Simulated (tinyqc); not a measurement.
## Charge stability of a double quantum dot, constant-interaction model with a charge sensor: across the interdot transition

Capacitance matrix C = [[C1, -Cm], [-Cm, C2]], C1 = G1 + X1 + Cm + L1, C2 = G2 + X2 + Cm + L2. Gate charges n1 = (G1 V1 + X1 V2)/q, n2 = (X2 V1 + G2 V2)/q. The state (N1, N2) has U = (1/2) d^T E d with d = (N1 - n1, N2 - n2) and E = q^2 C^(-1). Leads at 0 V; no tunnel coupling, spin or level spacing. The sensor reads s1 <N1> + s2 <N2>.

The gate charges are n1 = 0.5000 + x, n2 = 0.5000 - x, a line through the middle of the (1,0)-(0,1) boundary. The detuning is U(0,1) - U(1,0); thermal means over all states within two electrons.

Values chosen for this exercise:
- G1 = 2.3 aF (gate 1 to dot 1)
- G2 = 2.4 aF (gate 2 to dot 2)
- X1 = 0.28 aF (gate 2 to dot 1)
- X2 = 0.27 aF (gate 1 to dot 2)
- Cm = 2.9 aF (between the dots)
- L1 = 8.4 aF (dot 1 to leads and ground)
- L2 = 7.7 aF (dot 2 to leads and ground)
- s1 = 0.95 (sensor weight of dot 1)
- s2 = 0.42 (sensor weight of dot 2)
- T = 1.8 K (temperature)

Constants: q = 1.602176634e-19 C, kB = 1.380649e-23 J/K, Vt = kB T/q. Results are converted to the units shown.

Across the interdot transition:
```
x	detuning (meV)	<N1>	<N2>	sensor
-0.048	-0.9341	0.002430	0.9976	0.4213
-0.036	-0.7006	0.01083	0.9892	0.4257
-0.024	-0.4670	0.04697	0.9530	0.4449
-0.012	-0.2335	0.1817	0.8183	0.5163
0	0.0000	0.5000	0.5000	0.6850
0.012	0.2335	0.8183	0.1817	0.8537
0.024	0.4670	0.9530	0.04697	0.9251
0.036	0.7006	0.9892	0.01083	0.9443
0.048	0.9341	0.9976	0.002428	0.9487
```

What does the table show?

<N1> rises from 0.00243 to 0.998 while <N2> falls from 0.998 to 0.00243; their sum stays within 3.6e-6 of 1. The detuning moves by EC1 + EC2 - 2 ECm = 19.5 meV for each unit of x, and the step is a Fermi function of width kB T = 0.155 meV, which makes it a thermometer once the lever arms are known.

Program tinyqc, `OMP_NUM_THREADS=1 python tinyqc.py 2470135 2470136 out.jsonl`; Intel Xeon 2.30GHz, shared host, one thread, about 0.01 s.
